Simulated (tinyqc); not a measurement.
## Electron continuity equation in a given potential, Scharfetter-Gummel discretisation: three discretisations compared

Steady state in one dimension: J = q mu n E + q D dn/dx with E = -dpsi/dx and D = mu Vt, dJ/dx = 0, fixed densities nL and nR at the ends. The potential is given, psi = U x/L, and is not changed by the electrons.

11 equal intervals. Fluxes J_i = (q D/h)(n_(i+1) P_i - n_i Q_i), d_i = (psi_(i+1) - psi_i)/Vt: Scharfetter-Gummel P = B(d), Q = B(-d), B(d) = d/(exp(d) - 1); central P = 1 - d/2, Q = 1 + d/2; upwind P = 1 + max(-d, 0), Q = 1 + max(d, 0). Balance at each inner node: J_i - J_(i-1) = 0. The reference is Scharfetter-Gummel on 2200 intervals.

Parameters, values chosen for the exercise; mobility close to that of gallium phosphide at room temperature:
- T = 400 K (temperature)
- mu = 250 cm^2/(V s) (electron mobility)
- L = 3.8 um (length of the region)
- nL = 1.6e12 cm^-3 (density at x = 0)
- nR = 0 cm^-3 (density at x = L)
- U = 0.66 V (potential difference psi(L) - psi(0))

Constants: q = 1.602176634e-19 C, kB = 1.380649e-23 J/K, Vt = kB T/q. Results are converted to the units shown.

Densities (cm^-3):
```
node  Scharfetter-Gummel   central    upwind  reference
0               1.600e12  1.600e12  1.600e12   1.600e12
1               1.600e12  1.600e12  1.600e12   1.600e12
2               1.600e12  1.600e12  1.600e12   1.600e12
3               1.600e12  1.600e12  1.600e12   1.600e12
4               1.600e12  1.600e12  1.599e12   1.600e12
5               1.600e12  1.600e12  1.596e12   1.600e12
6               1.600e12  1.600e12  1.590e12   1.600e12
7               1.598e12  1.600e12  1.572e12   1.598e12
8               1.591e12  1.599e12  1.522e12   1.591e12
9               1.551e12  1.592e12  1.387e12   1.551e12
10              1.319e12  1.489e12  1.016e12   1.319e12
11                     0         0         0          0
```

What does the comparison show?

Largest errors as a share of the largest reference density listed: Scharfetter-Gummel under 1e-7 %, central 11 %, upwind 19 %. The largest |d| is 1.74. Upwinding stays positive but acts as if D were larger by the factor 1 + |d|/2, up to 1.87 here.

Numbers from tinyqc (`OMP_NUM_THREADS=1 python tinyqc.py 2220110 2220111 out.jsonl`; about 0.01 s on one thread of a shared Intel Xeon 2.30GHz).
